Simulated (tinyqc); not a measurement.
Length of a molecular wire: coherent transport through a tight-binding bridge. Computed by the program tinyqc. T = Gamma_L Gamma_R |G_1n|^2 with the self-energies of semi-infinite chains.

A uniform bridge between two chains:
```
parameter                      value
site energy (eV)            2.040000
hopping in the bridge (eV)  1.250000
lead hopping (eV)           2.280000
couplings (eV)               1, 0.57
E (eV)                      0.300000
```

Transmission against length:
```
sites           T    ln T
2      1.2175e-01  -2.106
3      7.6431e-01  -0.269
4      1.3193e-01  -2.025
5      7.0954e-02  -2.646
6      1.3484e-01  -2.004
7      7.5841e-01  -0.277
8      1.1939e-01  -2.125
10     1.5097e-01  -1.891
```

Estimate the missing row, sites = 9.

Computed row:
```
sites           T    ln T
9      7.1257e-02  -2.641
```

E lies inside the band of the bridge (|E - e|/2h = 0.696 < 1): T does not decay but oscillates with length, between 0.071 and 0.764 here, as levels of the bridge pass E.
